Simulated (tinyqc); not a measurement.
# Resistance of a tapered via with liner, size effect and interface: effects of single changes

A round via whose diameter grows from db at the bottom as D(z) = db + 2 z/tan(ang). The fill, of diameter D - 2 tl, starts above the bottom liner (thickness fb tl) and has rho = rho0 (1 + ks lam/(D - 2 tl)); the sidewall liner conducts in parallel with it. The bottom liner and the interface are crossed over the full area pi db^2/4. Spreading in the lines above and below is left out.

Values chosen for this exercise; fill metal close to ruthenium:
- db = 13 nm (diameter at the bottom)
- hv = 45 nm (height)
- ang = 85 degrees (sidewall angle)
- rho0 = 7.78 uohm cm (bulk resistivity of the fill)
- lam = 6.5 nm (mean free path of the fill)
- ks = 1.5 (size-effect factor)
- tl = 0.3 nm (liner on the sidewall)
- fb = 0.5 (liner at the bottom over that on the sidewall)
- rl = 440 uohm cm (resistivity of the liner)
- ri = 4.3e-12 ohm cm^2 (interface resistivity at the bottom)
- Sb = 1.5e15 S/m^2 (ballistic conductance per area, about 3/(4 rho0 lam))
- rho2 = 5.33 uohm cm (bulk resistivity of the second fill (close to tungsten))
- lam2 = 15.8 nm (its mean free path)
- tl2 = 3 nm (its liner)

Each table varies one quantity; the others keep the values above.

## Via resistance against the diameter at the bottom

Slices between z0 = fb tl and hv, evaluated at their midpoints: conductance per length pi/4 [(D - 2 tl)^2/rho + (D^2 - (D - 2 tl)^2)/rl], slice resistance = slice height over that. 2000 slices. R_fill = sum of the slices; R_bottom = rl fb tl/(pi db^2/4); R_interface = ri/(pi db^2/4); ballistic (Sharvin) limit 1/(Sb pi (db - 2 tl)^2/4); ideal cylinder rho0 hv/(pi db^2/4).

Via resistance against the diameter at the bottom:

| db (nm) | R_fill (ohm) | R_bottom (ohm) | R_interface (ohm) | R (ohm) | ballistic limit (ohm) | R over ideal cylinder | largest part |
|---|---|---|---|---|---|---|---|
| 6 | 138.77 | 23.343 | 15.208 | 177.32 | 29.109 | 1.4321 | fill |
| 8.3 | 71.468 | 12.198 | 7.9474 | 91.614 | 14.317 | 1.4158 | fill |
| 11 | 40.324 | 6.9449 | 4.5247 | 51.794 | 7.8479 | 1.4059 | fill |
| 16 | 18.843 | 3.2826 | 2.1386 | 24.264 | 3.5791 | 1.3935 | fill |
| 22 | 9.8623 | 1.7362 | 1.1312 | 12.730 | 1.8535 | 1.3822 | fill |
| 30 | 5.2469 | 0.93371 | 0.60833 | 6.7889 | 0.98203 | 1.3707 | fill |
| 42 | 2.6464 | 0.47638 | 0.31037 | 3.4332 | 0.49524 | 1.3586 | fill |
| 58 | 1.3738 | 0.24980 | 0.16275 | 1.7864 | 0.25763 | 1.3481 | fill |
| 80 | 0.71585 | 0.13130 | 0.085546 | 0.93270 | 0.13464 | 1.3391 | fill |

R falls from 177 to 0.933 ohm. The fill is the largest part at db = 6 and in all other rows. R goes as db^(-2.04) between the first two rows and db^(-2.02) between the last two; area alone gives -2.

## Via resistance against the interface resistivity at the bottom

Same model as above.

2000 slices.

The same in every row: R_fill (ohm) = 28.73; R_bottom (ohm) = 4.972; ballistic limit (ohm) = 5.520.

Via resistance against the interface resistivity at the bottom:

| ri (ohm cm^2) | R_interface (ohm) | R (ohm) | R over ideal cylinder | largest part |
|---|---|---|---|---|
| 2e-13 | 0.1507 | 33.85 | 1.283 | fill |
| 5e-13 | 0.3767 | 34.08 | 1.292 | fill |
| 1e-12 | 0.7534 | 34.45 | 1.306 | fill |
| 2e-12 | 1.507 | 35.21 | 1.335 | fill |
| 6e-12 | 4.520 | 38.22 | 1.449 | fill |
| 1e-11 | 7.534 | 41.23 | 1.563 | fill |
| 3e-11 | 22.60 | 56.30 | 2.135 | fill |

What does the table show?

R rises from 33.8 to 56.3 ohm. The fill is the largest part at ri = 2e-13 and in all other rows. The share of the two bottom terms goes from 15.1 to 49.0 %.

## Two fill metals against the diameter

2000 slices. R_fill = sum of the slices; R_bottom = rl fb tl/(pi db^2/4); R_interface = ri/(pi db^2/4). The second fill has rho2, lam2 and tl2 in place of rho0, lam and tl.

Two fill metals against the diameter:

| db (nm) | R, first fill (ohm) | R, second fill (ohm) | ratio second/first |
|---|---|---|---|
| 8.5 | 87.30 | 580.8 | 6.653 |
| 12 | 43.43 | 178.5 | 4.109 |
| 17 | 21.46 | 66.94 | 3.119 |
| 24 | 10.67 | 28.49 | 2.669 |
| 35 | 4.967 | 11.99 | 2.414 |
| 49 | 2.513 | 5.739 | 2.284 |
| 70 | 1.221 | 2.686 | 2.199 |
| 100 | 0.5946 | 1.276 | 2.146 |

What does the table show?

The ratio goes from 6.65 to 2.15. The first fill gives the lower R in every row.

Computed by the program tinyqc: `OMP_NUM_THREADS=1 python tinyqc.py 2750206 2750207 out.jsonl`, one thread of a shared Intel Xeon 2.30GHz, about 0.01 s for the whole run.
